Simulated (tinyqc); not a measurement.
## Trap density from the barrier height

Inverse problem. In a partly depleted grain with all boundary traps filled, 2 N W = Qt and VB = q N W^2/(2 eps0 eps_r). Find Qt, W and the doping at which VB would equal Vt.

Parameters, values chosen for the exercise: temperature T = 300 K; relative permittivity eps_r = 11.7.

Constants: q = 1.602176634e-19 C, kB = 1.380649e-23 J/K, Vt = kB T/q, eps0 = 8.8541878128e-14 F/cm where lengths are in cm. Results are converted to the units shown.

doping = 1e18 cm^-3
barrier height = 0.19796380 V

Answer. Eliminating W gives VB = q Qt^2/(8 eps0 eps_r N), which falls as 1/N.

Qt = 3.20e12 cm^-2
W = 16.0 nm
doping for VB = Vt = 7.66e18 cm^-3

tinyqc, about 0.01 s, one thread, Intel Xeon 2.30GHz (shared host): `OMP_NUM_THREADS=1 python tinyqc.py 2830014 2830015 out.jsonl`
